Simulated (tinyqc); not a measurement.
Double-gate transistor, scale length and short-channel effects: two steps of the calculation.

A body of thickness ts between two insulators of thickness ti and two tied gates. Below threshold the potential that source and drain add obeys Laplace's equation and vanishes on the gate. Its lowest mode decays along the channel as exp(-k y); k is the smallest positive root of the matching condition at the interface, and the scale length is Lambda = pi/k.

Inputs (values chosen for the exercise); permittivities: semiconductor close to that of gallium nitride, insulator close to that of hafnium oxide: temperature T = 350 K; relative permittivity of the semiconductor eps_r = 9.33; relative permittivity of the insulator ei = 21.9; insulator thickness ti = 2.9 nm; body thickness ts = 14.9 nm; channel length L = 56 nm; potential of the source Vbi = 1.02 V; potential of the barrier top at threshold sT = 0.5 V; long-channel threshold VTL = 0.42 V; long-channel body factor m = 1; drain voltage Vds = 0.5 V.

Constants: q = 1.602176634e-19 C, kB = 1.380649e-23 J/K, Vt = kB T/q. Results are converted to the units shown.

Question 1. Decay constant by Newton steps. f(k) = ei cos(k ti) cos(k ts/2) - eps_r sin(k ti) sin(k ts/2); f' by a central difference with +/- 1e-5 1/nm; k(new) = k - f/f'.

k after iteration 1 = 0.17773774 1/nm

Wanted: f; f'; k after iteration 2.

Answer 1.

f = 0.19259
f' = -176.50 nm
k after iteration 2 = 0.17883 1/nm

Question 2. Threshold shift, barrier position and swing. Along the channel psi(y) = s + a exp(y/l) + b exp(-y/l) with psi(0) = Vbi, psi(L) = Vbi + Vds and l = 1/k = Lambda/pi; with A = Vbi - s, B = A + Vds, x = exp(-L/l): a = (B - A x) x/(1 - x^2), b = (A - B x)/(1 - x^2). The minimum is s + 2 sqrt(a b), at y = (l/2) ln(b/a). The long-channel potential follows the gate as s = sT + (Vg - VTL)/m, and the threshold VT is the gate voltage at which the minimum equals sT. Swing = m Vt ln 10/g at threshold, g = d(minimum)/ds = 1 - (b x + a)/((1 + x) sqrt(a b)).

l = 5.5918984 nm

Find: s at threshold; a; b; position of the minimum; VT; swing.

Answer 2.

s at threshold = 0.4901 V
a = 4.608e-5 V
b = 0.5298 V
position of the minimum = 26.14 nm
VT = 0.4101 V
swing = 70.44 mV/decade

The threshold lies 9.88 mV below the long-channel value, and the barrier top sits at 0.47 L from the source.

Computed by the program tinyqc: `OMP_NUM_THREADS=1 python tinyqc.py 2420146 2420147 out.jsonl`, one thread of a shared Intel Xeon 2.30GHz, about 0.01 s for the whole run.
